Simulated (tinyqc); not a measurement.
Two-step dopant diffusion (predeposition and drive-in) with a constant diffusivity: one step, computed by the program tinyqc.

Fick diffusion into a half space x > 0 whose background doping C_B is of the opposite type, so that a junction lies where C = C_B.

Question. Predeposition. C = C_s erfc(x/(2 sqrt(D1 t1))); dose Q = 2 C_s sqrt(D1 t1/pi); the junction solves erfc(z) = C_B/C_s with x_j = 2 z sqrt(D1 t1).

Inputs (values chosen for the exercise, modelled on phosphorus in silicon): surface concentration C_s = 2e+20 1/cm^3; background doping C_B = 9.2e+16 1/cm^3; predeposition temperature T1 = 875 C; drive-in temperature T2 = 1075 C.

product D1 t1 = 7.095115e-13 cm^2

Give: dose Q; z; junction depth after predeposition.

Answer.

dose Q = 1.9009e+14 1/cm^2

z = 2.4770

junction depth after predeposition = 0.041729 um
